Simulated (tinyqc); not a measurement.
One-electron ion in a basis of Gaussians, step by step. One step of it, computed by the program tinyqc.

Problem. Matrices over normalised Gaussians. With p = a_i + a_j and I(k) = Gamma((k+1)/2) / (2 p^((k+1)/2)): S = I(2l+2), T = (2l+3) a_i a_j S / p, V = -Z I(2l+1), each divided by sqrt(S_ii S_jj).

exponents of r^l exp(-a r^2) (1/bohr^2): [0.012560, 0.055410, 0.244300, 1.078000]

Z = 2

l = 2

Give: S; T; V.

Solution.

S:
```
[[1.0000, 0.4121, 0.0527, 0.0045],
 [0.4121, 1.0000, 0.4124, 0.0527],
 [0.0527, 0.4124, 1.0000, 0.4120],
 [0.0045, 0.0527, 0.4120, 1.0000]]
```

T (hartree):
```
[[0.0440, 0.0295, 0.0044, 0.0004],
 [0.0295, 0.1939, 0.1304, 0.0194],
 [0.0044, 0.1304, 0.8550, 0.5744],
 [0.0004, 0.0194, 0.5744, 3.7730]]
```

V (hartree):
```
[[-0.1908, -0.1293, -0.0321, -0.0056],
 [-0.1293, -0.4007, -0.2717, -0.0675],
 [-0.0321, -0.2717, -0.8413, -0.5702],
 [-0.0056, -0.0675, -0.5702, -1.7673]]
```
